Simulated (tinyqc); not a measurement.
From results back to parameters: deep level as a short-range spherical well. Three cases, with inputs chosen for the exercise.

Problem. Emission rates at T and T2 were computed from hidden Et and sn.

Thermal emission e = sn v Nc exp(-Et/kB T), v = sqrt(6 c kB T/m)/hbar, Nc = 2 gv (m kB T/(4 pi c))^(3/2), c = hbar^2/2m0, one mass for both, degeneracy ratio 1; 1 angstrom = 1e-8 cm.

Constants: hbar^2/2m0 = 3.80998211 eV angstrom^2; kB = 8.617333262e-05 eV/K; hbar = 6.58211957e-16 eV s.

Case 1.

Values chosen (near those of Ge; shifted at random, so the results belong to these values and not to a real crystal): m = 0.126 m0 (mass); gv = 4 (valleys); T = 150 K (temperature); T2 = 190 K (second temperature).

e(T), e(T2) (1/s): 1.322813e-06  0.003748813

Case 2.

Values chosen (near those of Si; shifted at random, so the results belong to these values and not to a real crystal): m = 0.274 m0 (mass); gv = 6 (valleys); T = 350 K (temperature); T2 = 390 K (second temperature).

e(T), e(T2) (1/s): 635823.9  3427909

Case 3.

Values chosen (near those of InP; shifted at random, so the results belong to these values and not to a real crystal): m = 0.078 m0 (mass); gv = 1 (valleys); T = 350 K (temperature); T2 = 390 K (second temperature).

e(T), e(T2) (1/s): 1629946  4578464

Find: Et; sn.

Solution. v Nc goes as T^2, so ln(e/T^2) against 1/T has slope -Et/kB; the intercept gives sn.

Case 1.

Et = 0.459 eV
sn = 0.95 x 1e-16 cm^2

Case 2.

Et = 0.432 eV
sn = 16 x 1e-16 cm^2

Case 3.

Et = 0.240 eV
sn = 1.5 x 1e-16 cm^2

Computed by tinyqc, one run a case: `OMP_NUM_THREADS=1 python tinyqc.py N N+1 out.jsonl` with N = 1280033, 1280095, 1280123; one thread of a shared Intel(R) Xeon(R) Processor @ 2.30GHz, about 0.01 s a run at most.
